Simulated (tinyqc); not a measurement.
# Changing the total ligand c_L

Model: potential-pH (Pourbaix) lines of a metal, its cation, its oxide and an oxyanion, with a complexing ligand. Computed by tinyqc, a small Python program. Command: `OMP_NUM_THREADS=1 python tinyqc.py 3028849 3028850 out.jsonl pourb sweep`. One thread of a shared host (Intel(R) Xeon(R) Processor @ 2.30GHz), about 0.02 s of CPU time with the checks.

Potentials are against the standard hydrogen electrode; solids and water have unit activity; dG_f of M, H+ and the electron is zero; F = e N_A and s = R T ln(10)/F. The cation carries z = 2.

Inputs (values chosen for the exercise, modelled on iron):
```
quantity,value,unit
dG_f of the cation,-79.94,kJ/mol
dG_f of the oxide,-249.2,kJ/mol
dG_f of the oxyanion,-312.92,kJ/mol
dG_f of water,-237.14,kJ/mol
temperature T,298.15,K
log10 of the dissolved activity a,-5,-
pH,8.6,-
potential E,-1.1,V
log10 of the stability constant beta of ML,11,-
pKa of HL,5.4,-
limiting current density i_L,2.7e-05,A/cm^2
molar volume V_m,7.09,cm^3/mol
```

Species: M, M2+, MO, MO2(2-).

exchange current densities, metal and cathodic (A/cm^2): [8.7e-07, 1.6e-10]

Tafel slopes, anodic and cathodic (mV/decade): [55, 140]

Constants: R = 8.314462618 J/(mol K); e = 1.602176634e-19 C; N_A = 6.02214076e+23 1/mol.

Method:
- M2+ + 2e = M; MO + 2H+ + 2e = M + H2O; MO2(2-) + 4H+ + 2e = M + 2H2O. For each, E0 = -dG/(z F), and E = E0 + (s/z) log10 a - (s n_H/z) pH, with no activity term for the oxide.
- The metal is stable below the lowest of the three lines; above it, the species of the lowest line is stable. Water lines at 1 bar: hydrogen E = -s pH, oxygen E = -dG_f(water)/(2F) - s pH.
- The free ligand is c_L/(1 + 10^(pKa - pH)) (ligand in excess); dissolved metal is a in all, so the free cation is a/alpha, alpha = 1 + beta [L]; the cation line drops by (s/z) log10 alpha.
- Anodic i = i0a 10^((E - E_a)/b_a) with E_a the cation line with ligand; cathodic i = i0c 10^((E_c - E)/b_c) with E_c the oxygen line; supply caps the cathodic current, 1/i_c = 1/i(Tafel) + 1/i_L. E_corr makes the two currents equal. Without the cap it would be [b_c E_a + b_a E_c + b_a b_c log10(i0c/i0a)]/(b_a + b_c). Rate = i V_m/(z F). Films are left out.

One run for each value:
```
total ligand c_L (mol/L),log10 alpha,cation line with ligand (V),etch rate (nm/min),that line less the oxide line (V)
1.00e-05,6.00,-0.7396,0.5952,-0.1684
4.00e-05,6.60,-0.7574,0.5952,-0.1862
2.00e-04,7.30,-0.7781,0.5952,-0.2068
7.00e-04,7.84,-0.7942,0.5952,-0.2229
3.00e-03,8.48,-0.8129,0.5952,-0.2416
1.00e-02,9.00,-0.8284,0.5952,-0.2571
6.00e-02,9.78,-0.8514,0.5952,-0.2801
2.00e-01,10.30,-0.8669,0.5952,-0.2956
1.00e+00,11.00,-0.8875,0.5952,-0.3163
```

Over the rows, log10 alpha rises from 6.00 to 11.0; cation line with ligand (V) falls from -0.740 to -0.888; etch rate (nm/min) rises from 0.595195 to 0.595208. Once beta [L] exceeds 1, each decade of ligand lowers the cation line by s/z; the etch rate changes by less than 20 % over the rows.

Caution (all rows): other oxidation states, hydroxides and hydrides are left out, and the lines say nothing of rates. Caution (rows 1.00e-5, 4.00e-5): the ligand is not in tenfold excess over the metal, as assumed. Caution (all rows): E_corr lies below the hydrogen line, so hydrogen evolution, left out here, adds cathodic current.

Extremes, crossings and ranges named in words are read from the listed rows.
